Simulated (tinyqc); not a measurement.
Miniband width against barrier thickness: short-period [001] superlattice in sp3s* tight binding.

Planes alternate anion, cation along [001], a/4 apart; at zero in-plane momentum s, pz, s* form one block. All levels of A are shifted so that its Ev (lower root of [[Epa, Vxx], [Vxx, Epc]]) is 0, and those of B so that its Ev is -dEv. A monolayer is an anion plane and the cation plane above it; an anion between unlike cations takes the mean of the two anion levels; each bond takes the couplings of its cation. Block from an anion to the cation above: U with Vss/2 (s,s), Vsapc/2 (s,z), -Vscpa/2 (z,s), Vxx/2 (z,z), Vxapc/2 (s*,z), -Vpaxc/2 (z,s*); to the cation below: the same with the s-z and s*-z signs reversed. The cell of n + m monolayers is closed with the phase exp(2 pi i q). No spin-orbit coupling. In this block 2 (n + m) levels are filled.

For the two lowest empty levels at q = 0: energy, share of the cation weight on A, and Gamma character, the share of the cation amplitudes with Fourier index |j|/(n + m) < 1/4 along the stack (near 1: Gamma-like, near 0: folded from X).

Inputs chosen for the exercise (A near a published set for GaAs, B for AlAs; not measured data): pA = (-8.32, 1.041, -2.651, 3.659, 8.598, 6.729, -6.469, 1.951, 5.067, 4.471, 5.775, 4.853, 4.809) eV (order Esa, Epa, Esc, Epc, Exa, Exc, Vss, Vxx, Vxy, Vsapc, Vscpa, Vxapc, Vpaxc); pB = (-7.538, 0.984, -1.163, 3.584, 7.476, 6.739, -6.666, 1.876, 4.292, 5.1, 5.495, 4.52, 5.006) eV (the same for B); dEv = 0.44 eV (valence offset: Ev(B) lies this far below Ev(A)); nw = 19 (monolayers of A); a = 5.657 angstrom (lattice constant, taken common; strain is left out).

nw monolayers of A and m of B; lowest empty level at q = 0 and q = 1/2. The decay constant is ln(width(4)/width(6)) over two monolayers, each a/2 thick.

Lowest miniband:

| m | E(q = 0) (eV) | E(q = 1/2) (eV) | width (meV) | Gamma character |
|---|---|---|---|---|
| 1 | 1.6068 | 1.6635 | 56.651 | 0.99 |
| 2 | 1.6230 | 1.6555 | 32.521 | 1.00 |
| 3 | 1.6311 | 1.6501 | 18.980 | 1.00 |
| 4 | 1.6354 | 1.6466 | 11.249 | 1.00 |
| 5 | 1.6379 | 1.6445 | 6.555 | 1.00 |
| 6 | 1.6393 | 1.6432 | 3.887 | 1.00 |
| 8 | 1.6406 | 1.6419 | 1.342 | 1.00 |

decay constant = 0.1878 1/angstrom

The width falls from 56.7 to 1.34 meV, as exp(-kappa d) with kappa = 0.188 1/angstrom, which stands for the decay constant of the barrier at this energy: each monolayer costs a factor 1.70. The level at q = 0 rises by 34 meV towards that of a single well.

(tinyqc, `OMP_NUM_THREADS=1 python tinyqc.py 1451080 1451081 out.jsonl`, Intel(R) Xeon(R) Processor @ 2.30GHz, 1 thread, shared host, about 0.5 s.)
